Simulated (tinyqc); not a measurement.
Ways to reach the isolated limit: finite-size error of a charged defect in a periodic cell: Madelung and Makov-Payne terms. Computed by tinyqc, a small Python program. Command: `OMP_NUM_THREADS=1 python tinyqc.py 3002297 3002298 out.jsonl imagecharge walk`. One thread of a shared host (Intel(R) Xeon(R) Processor @ 2.30GHz), about 0.03 s of CPU time with the checks.

L is the cube root of the cell volume. The defect charge is a Gaussian, rho(r) = q (2 pi sigma^2)^(-3/2) exp(-r^2/2 sigma^2), repeated periodically in a uniform neutralising background and screened by a continuum. The model cell energy is E(L) = E_0 + [periodic - isolated electrostatic energy].

Inputs (values chosen for the exercise, for a model uniaxial host):

| quantity | value | unit |
|---|---|---|
| charge q | -3 | e |
| cell length L | 15.8 | angstrom |
| dielectric constant eps_xy | 8.8 | - |
| dielectric constant eps_z | 4.83 | - |
| axis ratio c/a | 1.22 | - |
| width sigma of the defect charge | 1.6 | angstrom |
| formation energy of the isolated defect E_0 | 5.456 | eV |

Supercell lattice: tetragonal. Screening: uniaxial.

scatter added to the six cells, standing for numerical noise (meV): -0.29  -0.16  -1.8  0.84  -0.67  -0.35

Constants: e^2/(4 pi eps_0) = 14.39964548 eV angstrom.

Method:
- Cell vectors: (1,0,0), (0,1,0), (0,0,c/a), scaled to volume L^3.
- Ewald sum for a unit point charge: scale each Cartesian component of the cell by 1/sqrt(eps_i), giving R', G' and V'; E = [ (1/2) sum erfc(eta R')/R' + (2 pi/V') sum exp(-G'^2/4 eta^2)/G'^2 - eta/sqrt(pi) - pi/(2 V' eta^2) ] e^2/(4 pi eps_0) / sqrt(eps_x eps_y eps_z), over n_i = -6..6, omitting n = (0,0,0), eta = 2/V'^(1/3). alpha = -2 E eps_g L/(e^2/(4 pi eps_0)), eps_g = (eps_x eps_y eps_z)^(1/3).
- Periodic energy of the Gaussian: (2 pi q^2/V) sum_(G != 0) exp(-sigma^2 G^2)/(G.eps.G) x e^2/(4 pi eps_0), n_i = -k..k with k = max(9, L/sigma rounded up). Isolated energy: q^2/(2 sqrt(pi) sigma) <1/(n.eps.n)> e^2/(4 pi eps_0), the mean over directions n (64 Gauss-Legendre points in cos(theta)).
- Cells of the same shape with L scaled by 0.7, 0.85, 1, 1.25, 1.5 and 2; the scatter is added to E(L).
- The point-charge correction scales as 1/L from its value at the input L.
- Least-squares fits of E(L) to a + b/L, a + c/L^3 or a + b/L + c/L^3; the estimate is a, and errors are against E_0.

Scaling data:

| L (angstrom) | 1/L (1/angstrom) | E(L) (eV) | E(L) + point-charge correction (eV) |
|---|---|---|---|
| 11.06 | 0.0904159 | 3.52309 | 5.61212 |
| 13.43 | 0.0744602 | 3.82156 | 5.54195 |
| 15.80 | 0.0632911 | 4.04427 | 5.50660 |
| 19.75 | 0.0506329 | 4.31357 | 5.48343 |
| 23.70 | 0.0421941 | 4.49575 | 5.47064 |
| 31.60 | 0.0316456 | 4.73091 | 5.46208 |

point-charge correction -q^2 E = 1.46233 eV

nearest image = 14.7867 angstrom

Estimates of E_0:

| way | estimate (eV) | error (meV) |
|---|---|---|
| largest cell, uncorrected | 4.7309 | -725.09 |
| largest cell, point-charge term | 5.4621 | 6.08 |
| 1/L fit, three smallest | 5.2550 | -200.97 |
| 1/L fit, all six | 5.3653 | -90.74 |
| 1/L^3 fit, all six | 4.5927 | -863.27 |
| 1/L and 1/L^3, three smallest | 5.4357 | -20.26 |
| 1/L and 1/L^3, all six | 5.4589 | 2.87 |
| corrected data, 1/L^3 fit | 5.4548 | -1.22 |

coefficient b of the full fit = -23.214 eV angstrom

What follows from these numbers?

Best here: corrected data, 1/L^3 fit (-1.2 meV); worst: 1/L^3 fit, all six (-863 meV). The fitted b is 100.5 % of the Madelung value -q^2 alpha e^2/(8 pi eps_0 eps_g), so such a fit also measures the screening. The three-term fit to three small cells has no spare point and magnifies the scatter. A pure 1/L fit lands below E_0, because the positive 1/L^3 term flattens the small-cell points.

Extremes, crossings and ranges named in words are read from the listed rows.
